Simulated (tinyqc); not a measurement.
Thin-body film or fin with hard walls, valleys of the Si type: sweeps and comparisons. A value that a table varies takes the place of the one given here.

Six ellipsoidal valleys with their long axes along the cube axes, mass ml along the axis and mt across it. For a valley whose axis makes the angle theta with the surface normal, 1/m_z = cos^2(theta)/ml + sin^2(theta)/mt sets the confinement; in the plane the masses are m_1 = mt and m_2 = ml mt/m_z, and m_d = sqrt(m_1 m_2).

A film of thickness t between hard walls, flat band inside: E_n = c (n pi/t)^2/m_z above the bulk edge, c = hbar^2/2m0. Without degeneracy the sheet density is N2 exp((EF - Ec)/kB T) with N2 = sum_i g m_d/(2 pi c) kB T exp(-E_i/kB T) over n = 1 to 40 of each group; a classical film has t Nc with Nc = 2 g_all (m_dos kB T/(4 pi c))^(3/2), m_dos = (ml mt^2)^(1/3). The threshold shift is dVt = kB T ln(t Nc/N2).

Constants: hbar^2/2m0 = 3.80998211 eV angstrom^2; kB = 8.617333262e-05 eV/K.

Values chosen for the exercise (near those of Si; shifted at random, so the results belong to these values and not to a real crystal):
```
symbol  value                           unit      meaning
ml      0.912                           m0        longitudinal mass
mt      0.188                           m0        transverse mass
face    110                                       face of the film or side wall of the fin
T       300                             K         temperature
g_all   6                                         number of valleys
ts      (20, 30, 40, 50, 70, 100, 150)  angstrom  thicknesses
Vox     3.16                            eV        barrier of an SiO2-like oxide
mox     0.51                            m0        mass in the oxide
t       86                              angstrom  body thickness
```

## Thinning the body

Valleys (masses in m0):
```
valleys g  cos^2(theta)      m_z      m_1      m_2      m_d
4               0.50000  0.31174  0.18800  0.55000  0.32156
2               0.00000  0.18800  0.18800  0.91200  0.41407
```

For each t: the lowest level E1, the share of its group, dVt, the sensitivity |dE1/dt| = 2 E1/t, and E1 for finite barriers from k t + 2 atan[(k/m_z)/(kappa/mox)] = pi with k = sqrt(m_z E/c), kappa = sqrt(mox (Vox - E)/c).

Results:
```
t (angstrom)  E1 (eV)  share of its group (%)  dVt (mV)  |dE1/dt| (meV/angstrom)  E1, finite barrier (meV)
20             0.3016                   100.0     277.2                    30.16                     192.7
30             0.1340                    97.9     119.6                     8.94                      98.3
40             0.0754                    91.4      66.6                     3.77                      59.5
50             0.0482                    84.2      43.0                     1.93                      39.8
70             0.0246                    75.3      23.8                     0.70                      21.4
100            0.0121                    70.9      14.2                     0.24                      10.9
150            0.0054                    69.0       8.5                     0.07                       5.0
```

dVt falls from 277 mV at 20 angstrom to 8.5 mV at 150. E1 exceeds kB T = 25.9 meV up to 50 angstrom of those listed. In the thinnest film dVt differs from E1/e by -24 mV, which comes from the count of states. The sensitivity goes as 1/t^3, so one angstrom of roughness moves E1 by 30.2 meV at the thin end and 0.07 meV at the thick end. Hard walls overestimate E1 by 56 % and 7 % at the two ends. Levels above about 0.2 eV already feel non-parabolicity.

## Which face

The same thickness on four faces; m_1 and m_2 are the in-plane masses of the lowest group.

Results:
```
face   valleys of lowest     m_z  E1 (eV)  share (%)  dVt (mV)    m_1    m_2
(100)                  2  0.9120   0.0056       46.6      16.5  0.188  0.188
(110)                  4  0.3117   0.0163       72.3      17.5  0.188  0.550
(111)                  6  0.2557   0.0199      100.0      17.7  0.188  0.671
(211)                  2  0.3994   0.0127       39.5      17.4  0.188  0.429
```

The threshold shift is smallest on (100) (16.5 mV) and largest on (111) (17.7 mV). The lowest E1 belongs to (100), the same face: the heavy m_z outweighs the smaller number of valleys. Since m_z m_1 m_2 = ml mt^2 on every face, a heavy confinement mass comes with light masses in the plane.

## What each parameter does

E1 is the lowest level, and the share is that of its group in N2. Each row changes one parameter from the base and keeps the others.

Results:
```
case             E1 (eV)  share (%)  dVt (mV)  Nc (1e19/cm^3)
base              0.0163       72.3      17.5           2.703
t = 82 angstrom   0.0179       72.8      18.7           2.703
T = 350 K         0.0163       71.5      18.3           3.406
ml = 1.003 m0     0.0161       72.4      17.3           2.835
mt = 0.207 m0     0.0151       71.7      16.4           2.976
```

The largest shifts from the base row, up to three for each result and ties (the steps differ in size, so this ranks the rows, not the parameters). E1 (eV): t +0.0016, mt -0.0012, ml -0.0003; unchanged at the printed digits by T. share (%): T -0.8, mt -0.6, t +0.6. dVt (mV): t +1.2, mt -1.0, T +0.8. Nc (1e19/cm^3): T +0.703, mt +0.273, ml +0.132; unchanged at the printed digits by t.

Computed by tinyqc, a small Python program: `OMP_NUM_THREADS=1 python tinyqc.py 1280331 1280332 out.jsonl` (the numbers bound the seed that draws the inputs); one thread of a shared host (Intel(R) Xeon(R) Processor @ 2.30GHz), about 0.01 s for the whole set of steps.
